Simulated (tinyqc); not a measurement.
Two-dimensional dopant profile at a mask edge: lateral junction, overlap and effective channel length: one step, computed by the program tinyqc. Command: `OMP_NUM_THREADS=1 python tinyqc.py 3031969 3031970 out.jsonl lateral walk`. One thread of a shared host (Intel(R) Xeon(R) Processor @ 2.30GHz), about 0.01 s of CPU time with the checks.

Ions enter for y < 0; the mask (spacer, then gate) covers y > 0. x is the depth. The surface reflects dopant during the anneal.

Problem. Lateral junction at the surface. Widths s_x^2 = (vertical straggle)^2 + 2 D t, s_y^2 = (lateral straggle)^2 + 2 D t. C(x, y) = V(x) (1/2) erfc(y/(sqrt2 s_y)), V(x) = Q/(sqrt(2 pi) s_x) [exp(-(x - R_p)^2/(2 s_x^2)) + exp(-(x + R_p)^2/(2 s_x^2))]; 1 nm = 1e-7 cm. The lateral junction at depth x solves C = C_B: y_j(x) = sqrt2 s_y erfc^-1(2 C_B/V(x)). Overlap under the gate = y_j(0) - spacer; metallurgical channel L_met = L_g - 2 overlap (tails from the two sides are not added). Abruptness at y_j(0) in nm per decade = ln(10) s_y sqrt(pi/2) exp(u^2) erfc(u), u = y_j/(sqrt2 s_y). Overlap capacitance per width = 3.9 eps_0 overlap/t_ox (zero if there is no overlap).

Inputs (values chosen for the exercise, modelled on a source-drain extension in silicon):
```
quantity,value,unit
channel doping C_B,3.5e+17,1/cm^3
gate length L_g,75,nm
offset spacer,0.1,nm
oxide thickness,2.8,nm
```

s_y = 5.986652 nm

V at the surface = 1.076125e+21 1/cm^3

vertical junction x_j = 31.31881 nm

Constants: eps_0 = 8.8541878128e-12 F/m.

Give: lateral junction y_j(0); ratio y_j(0)/x_j; overlap; metallurgical channel L_met; lateral abruptness; overlap capacitance.

Solution.

lateral junction y_j(0) = 20.41 nm

ratio y_j(0)/x_j = 0.6518

overlap = 20.31 nm

metallurgical channel L_met = 34.38 nm

lateral abruptness = 3.760 nm/decade

overlap capacitance = 0.2505 fF/um

The two overlaps take 54 % of the gate length. Caution: the peak exceeds usual solubilities, so part of the dose is inactive and diffusion is concentration dependent.
